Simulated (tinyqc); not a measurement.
Lifetime from the low-frequency admittance.

Question. At low frequency a p+-n diode with a base of width wb has C_diff/G = (tau/2)(1 - 2 x/sinh 2x), x = wb/sqrt(Dp tau). Find tau, x and the limit of C_diff/G for infinite lifetime, wb^2/(3 Dp).

Values chosen for this exercise:

| symbol | value | unit | meaning |
|---|---|---|---|
| Dp | 5.2 | cm^2/s | hole diffusion coefficient |
| wb | 5.8 | um | width of the neutral base |

G = 0.038002801 S/cm^2
C_diff = 3.0504673e-4 uF/cm^2

Answer. The ratio rises steadily with tau from tau/2 (long base) towards wb^2/(3 Dp) (short base), so one lifetime matches as long as the ratio is below that limit.

tau = 2.000e-8 s
x = 1.799
limit of C_diff/G = 2.156e-8 s

Numbers from tinyqc (`OMP_NUM_THREADS=1 python tinyqc.py 2890171 2890172 out.jsonl`; about 0.01 s on one thread of a shared Intel Xeon 2.30GHz).
